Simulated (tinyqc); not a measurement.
Wafer bonding and layer transfer: bond energy, gap closing, particles, bonding of dissimilar wafers and hydrogen blisters. Changing the crack length L. Computed by tinyqc, a small Python program. Command: `OMP_NUM_THREADS=1 python tinyqc.py 3000302 3000303 out.jsonl bond sweep`. One thread of a shared host (Intel(R) Xeon(R) Processor @ 2.30GHz), about 0.01 s of CPU time with the checks.

gamma is the energy per area of each of the two surfaces; plates are isotropic.

Inputs (values chosen for the exercise, with wafer 1 close to silicon): Young's modulus E1 = 149 GPa; Young's modulus E2 = 102 GPa; Poisson ratio nu = 0.25; thickness t1 = 625 micrometre; thickness t2 = 625 micrometre; blade thickness t_b = 230 micrometre; particle radius h = 0.3 micrometre; radius of a shallow gap R = 2.4 mm; half height of the gap h_g = 0.84 nm.

Pair: two different wafers.

Method:
- Two cantilevers opened by t_b: gamma = 3 t_b^2 E1 t1^3 E2 t2^3/(16 L^4 (E1 t1^3 + E2 t2^3)).
- E' = E1/(1 - nu^2), equal wafers of thickness t1 assumed. A gap of radius R closes if h_g < h_c: h_c = R^2/sqrt((2/3) E' t1^3/gamma) for R > 2 t1 (plate bending), h_c = 3.6 sqrt(R gamma/E') for R < 2 t1 (local deformation).
- E' = E1/(1 - nu^2), equal wafers assumed. Void radius in the plate regime: R_v = [(2/3) E' t1^3/gamma]^(1/4) h^(1/2). Below h_crit = 5 sqrt(t1 gamma/E') the wafers deform locally and R_v is of the order of h (taken as h).

One run for each value:
```
crack length L (mm)  bond energy gamma (J/m^2)  void radius (micrometre)  closable height h_c (nm)
17                                      1.7556                3.0000e-01                    1500.5
19                                      1.1251                3.0000e-01                    1201.3
22                                      0.6259                1.3887e+03                     896.0
26                                      0.3209                1.6412e+03                     641.5
30                                      0.1810                1.8937e+03                     481.8
```

What does the table show, and why?

Over the rows, bond energy gamma (J/m^2) falls from 1.76 to 0.181 (exponent d ln y / d ln x about -4.0 throughout); void radius (micrometre) rises from 0.300 to 1890, flat over part of the range; closable height h_c (nm) falls from 1500 to 482 (exponent d ln y / d ln x about -2.0 throughout). The exponent of bond energy gamma stays at -4: beam compliance goes as L^3.  Left out: 11.0, 12.0, 14.0 (bond energy out of the physical range).
